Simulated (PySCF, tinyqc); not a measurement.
RHF in the sto-6g basis, for BeH+, spin multiplicity 1, step by step. The lowest restricted solution is unstable here: a spin-polarised one lies 0.0039 hartree lower (PySCF). One step of it, computed by the program tinyqc.

Problem. Iteration 3: DIIS coefficients. Solve [B -1; -1 0][c; lambda] = [0; -1] for the coefficients, which sum to one.

B (overlaps of the stored error matrices):
```
               1              2
1  1.3876850e-02  8.7998697e-03
2  8.7998697e-03  5.9201962e-03
```

Give: DIIS coefficients.

Solution.

DIIS coefficients: -1.3105  2.3105
